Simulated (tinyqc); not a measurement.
# MOS inversion layer, Poisson-Schroedinger loop, step by step

tinyqc, about 0.5 s, one thread, Intel Xeon 2.30GHz (shared host): `OMP_NUM_THREADS=1 python tinyqc.py 2160158 2160159 out.jsonl` Printed values are rounded.

Electrons confined at an insulator interface at z = 0, treated as a hard wall; parabolic valleys, Hartree approximation, no image or exchange terms. The depletion charge lies far deeper than the electrons and gives a uniform field q Nd/(eps0 eps_r); the gate balances all charge. Energies are counted from the band edge at the interface.

Parameters, values chosen for the exercise; masses and permittivity close to those of germanium (100):
```
symbol   value   unit                                     meaning
T          300      K                                 temperature
eps_r     16.3                              relative permittivity
mz1      0.119     m0  mass along z of valley set A (4 valley(s))
md1      0.292     m0    in-plane density-of-states mass of set A
Ns      1.8e12  cm^-2                  sheet density of electrons
Nd      3.7e12  cm^-2           sheet density of depletion charge
hz         0.9     nm                                   mesh step
a          0.5                                      mixing factor
```

Constants: q = 1.602176634e-19 C, kB = 1.380649e-23 J/K, hbar = 1.054571817e-34 J s, m0 = 9.1093837015e-31 kg, Vt = kB T/q, eps0 = 8.8541878128e-14 F/cm where lengths are in cm, hbar^2/(2 m0) = 0.0380998212 eV nm^2. Results are converted to the units shown.

## Fixed part of the potential

| node | z (nm) |
|---|---|
| 1 | 0.9 |
| 2 | 1.8 |
| 3 | 2.7 |
| 4 | 3.6 |
| 5 | 4.5 |
| 6 | 5.4 |
| 7 | 6.3 |
| 8 | 7.2 |
| 9 | 8.1 |
| 10 | 9 |
| 11 | 9.9 |
| 12 | 10.8 |
| 13 | 11.7 |
| 14 | 12.6 |
| 15 | 13.5 |

V0 = q Nd z/(eps0 eps_r) in eV.

| node | fixed potential V0 (eV) |
|---|---|
| 1 | 0.036967 |
| 2 | 0.073935 |
| 3 | 0.110902 |
| 4 | 0.147869 |
| 5 | 0.184837 |
| 6 | 0.221804 |
| 7 | 0.258771 |
| 8 | 0.295739 |
| 9 | 0.332706 |
| 10 | 0.369673 |
| 11 | 0.406641 |
| 12 | 0.443608 |
| 13 | 0.480576 |
| 14 | 0.517543 |
| 15 | 0.554510 |

## Round 1: levels and probability densities

| node | self-consistent potential U at the start (eV) |
|---|---|
| 1 | 0 |
| 2 | 0 |
| 3 | 0 |
| 4 | 0 |
| 5 | 0 |
| 6 | 0 |
| 7 | 0 |
| 8 | 0 |
| 9 | 0 |
| 10 | 0 |
| 11 | 0 |
| 12 | 0 |
| 13 | 0 |
| 14 | 0 |
| 15 | 0 |

Tridiagonal Hamiltonian with psi = 0 one step beyond both ends: H_ii = C (1/m_(i-1/2) + 1/m_(i+1/2))/hz^2 + V0_i + U_i, H_(i,i+1) = -C/(m_(i+1/2) hz^2), C = hbar^2/(2 m0). The lowest 2 level(s) are kept, normalised to hz sum |psi|^2 = 1. The mass is the same on all intervals.

levels (eV): A1 0.188885, A2 0.328113

| node | \|psi\|^2 of A1 (1/nm) | \|psi\|^2 of A2 (1/nm) |
|---|---|---|
| 1 | 0.095506 | 0.089138 |
| 2 | 0.249304 | 0.142286 |
| 3 | 0.296330 | 0.045493 |
| 4 | 0.232345 | 0.004602 |
| 5 | 0.136652 | 0.101143 |
| 6 | 0.064273 | 0.205158 |
| 7 | 0.025120 | 0.217190 |
| 8 | 0.008369 | 0.157906 |
| 9 | 0.002422 | 0.087713 |
| 10 | 0.000617 | 0.039361 |
| 11 | 0.000140 | 0.014760 |
| 12 | 0.000028 | 0.004722 |
| 13 | 0.000005 | 0.001298 |
| 14 | 0.000001 | 0.000297 |
| 15 | 0.000000 | 0.000045 |

## Round 1: Fermi level and occupations

Level k holds N_k = D_k Vt ln(1 + exp((EF - E_k)/Vt)) with D = 4 md1 m0 q/(pi hbar^2) per eV (spin included); EF is fixed by sum N_k = Ns.

EF = 0.140282 eV
N_k (cm^-2): A1 1.79118e12, A2 8.81584e9

## Round 1: density, output potential and mixing

n_i = sum_k N_k |psi_k|^2 (converted to cm^-3). Hartree part by Gauss: on the interval before node i the electrons still beyond are S_i = Ns - hz sum_(j<i) n_j, and U_i = U_(i-1) + q S_i hz/(eps0 eps_r) in eV, U_0 = 0 at the interface. Mixing: U(new) = U + a (U(out) - U).

| node | n (1e18 cm^-3) | U(out) (eV) | U after round 1 (eV) |
|---|---|---|---|
| 1 | 1.71855 | 0.0179841 | 0.0089921 |
| 2 | 4.47804 | 0.0344229 | 0.0172115 |
| 3 | 5.31182 | 0.0468350 | 0.0234175 |
| 4 | 4.16213 | 0.0544707 | 0.0272353 |
| 5 | 2.45660 | 0.0583638 | 0.0291819 |
| 6 | 1.16933 | 0.0600479 | 0.0300239 |
| 7 | 0.46908 | 0.0606805 | 0.0303402 |
| 8 | 0.16383 | 0.0608913 | 0.0304457 |
| 9 | 0.05111 | 0.0609548 | 0.0304774 |
| 10 | 0.01452 | 0.0609723 | 0.0304862 |
| 11 | 0.00381 | 0.0609768 | 0.0304884 |
| 12 | 0.00093 | 0.0609779 | 0.0304889 |
| 13 | 0.00021 | 0.0609781 | 0.0304891 |
| 14 | 0.00004 | 0.0609782 | 0.0304891 |
| 15 | 0.00001 | 0.0609782 | 0.0304891 |

## Course of the self-consistent loop

Start from U = 0. Stop when the largest |U(out) - U| is below 1e-7 eV, or after 60 rounds. From round 2 on: Anderson mixing of depth m keeps the last m inputs V and residuals F = V(out) - V(in), fits c by least squares to F = dF c over their successive differences dF, dV, and sets V(new) = V + a F - (dV + a dF) c. Here m = 4.

Course of the iteration:

| round | level A1 (eV) | EF (eV) | largest \|U(out) - U\| (eV) |
|---|---|---|---|
| 1 | 0.188885 | 0.140282 | 0.0610 |
| 2 | 0.211590 | 0.163006 | 0.0286 |
| 3 | 0.232026 | 0.183456 | 7.51e-4 |
| 4 | 0.232568 | 0.183996 | 3.46e-5 |
| 5 | 0.232572 | 0.184000 | 3.79e-6 |
| 6 | 0.232571 | 0.184000 | 1.38e-8 |

Converged in 6 rounds.

## Converged levels, occupations and centroid

| node | converged U (eV) |
|---|---|
| 1 | 0.0179841 |
| 2 | 0.0340868 |
| 3 | 0.0456715 |
| 4 | 0.0523765 |
| 5 | 0.0555880 |
| 6 | 0.0568974 |
| 7 | 0.0573632 |
| 8 | 0.0575110 |
| 9 | 0.0575536 |
| 10 | 0.0575649 |
| 11 | 0.0575677 |
| 12 | 0.0575683 |
| 13 | 0.0575685 |
| 14 | 0.0575685 |
| 15 | 0.0575685 |

Solve for the levels with V0 + U, find EF, n_i = sum_k N_k |psi_k|^2 (in cm^-3); share of each level N_k/Ns; centroid sum n z/sum n.

levels (eV): A1 0.232571, A2 0.378634
EF = 0.184000 eV
shares (%): A1 99.6235, A2 0.3765

| node | n (1e18 cm^-3) |
|---|---|
| 1 | 2.09236 |
| 2 | 5.02442 |
| 3 | 5.42658 |
| 4 | 3.88518 |
| 5 | 2.11526 |
| 6 | 0.93814 |
| 7 | 0.35373 |
| 8 | 0.11697 |
| 9 | 0.03477 |
| 10 | 0.00947 |
| 11 | 0.00240 |
| 12 | 0.00057 |
| 13 | 0.00012 |
| 14 | 0.00002 |
| 15 | 0.00000 |

centroid = 2.88097 nm

An 800-node mesh to 23 nm with 8 levels a set gives A1 = 0.2347 eV, EF = 0.1861 eV and a centroid of 2.932 nm; the levels kept above hold 100 % of the electrons there. The coarse centroid is 1.7 % below the fine one.

## Closed-form estimates

Triangular well: E_k = a_k (C F^2/mz)^(1/3), a_1 = 2.338107, a_2 = 4.087949, C = hbar^2/(2 m0), F in eV/nm. Fang-Howard (all electrons in the lowest level of set A): b^3 = 6 (mz1/C) q (Nd + 11 Ns/32)/(eps0 eps_r), centroid 3/b, level C b^2/(4 mz1) + (3/b) q (Nd + 11 Ns/16)/(eps0 eps_r). Use F = q (Nd + Ns)/(eps0 eps_r), the surface field, and F = q (Nd + Ns/2)/(eps0 eps_r).

A1 with the surface field = 0.248017 eV
A1 with Nd + Ns/2 = 0.220163 eV
A2 with Nd + Ns/2 = 0.384933 eV
b = 0.964945 1/nm
Fang-Howard centroid = 3.10899 nm
Fang-Howard level = 0.244940 eV

Against the self-consistent A1 = 0.2347 eV on a fine mesh, the surface-field estimate is 5.7 % above it, the half-charge one 6.2 % below it and Fang-Howard 4.4 % above it. A1 holds 99.7 % of the electrons, and the Fang-Howard centroid is 6.0 % above the full one.
